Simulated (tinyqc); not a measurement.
What each parameter does: armchair graphene nanoribbon in tight binding.

An armchair ribbon of N dimer lines, width (N - 1) sqrt3 acc/2, period 3 acc, one pz orbital a site. In line n, A_n binds to B_n with -t exp(ik/3), times (1 + d) in the two edge lines, and to B_(n-1) and B_(n+1) with -t exp(-ik/6); k runs from -pi to pi. For d = 0 the modes across the ribbon are sin(n p pi/(N + 1)), p = 1 to N, with E = -/+ t sqrt(1 + 4 c^2 + 4 c cos(k/2)), c = cos(p pi/(N + 1)).

Values chosen for the exercise (near those used for graphene; not measured data):
- t = 2.65 eV (hopping)
- N = 3 (dimer lines)
- d = 0.12 (relative strengthening of the edge bonds)
- k = 1.56 (k times the period 3 acc)

Gap at k = 0, lowest positive level at k, and highest level at k = 0.

Results for these values:
```
case  gap (eV)  lowest level at k (eV)  top of the band (eV)
base    1.8841                  2.6349                6.5600
```

What happens to each result for k = 1.248, all else kept?

Answer: gap does not change at the printed digits; lowest level at k falls from 2.6349 to 2.1992; top of the band does not change at the printed digits.

The same for each parameter in turn:
```
case          gap (eV)  lowest level at k (eV)  top of the band (eV)
base            1.8841                  2.6349                6.5600
t = 2.783 eV    1.9786                  2.7672                6.8893
N = 4           2.4776                  2.0620                7.0292
d = 0.17        1.7584                  2.6347                6.6297
k = 1.248       1.8841                  2.1992                6.5600
```

Program tinyqc; command `OMP_NUM_THREADS=1 python tinyqc.py 1451681 1451682 out.jsonl`; about 0.03 s on one thread of a shared Intel(R) Xeon(R) Processor @ 2.30GHz.
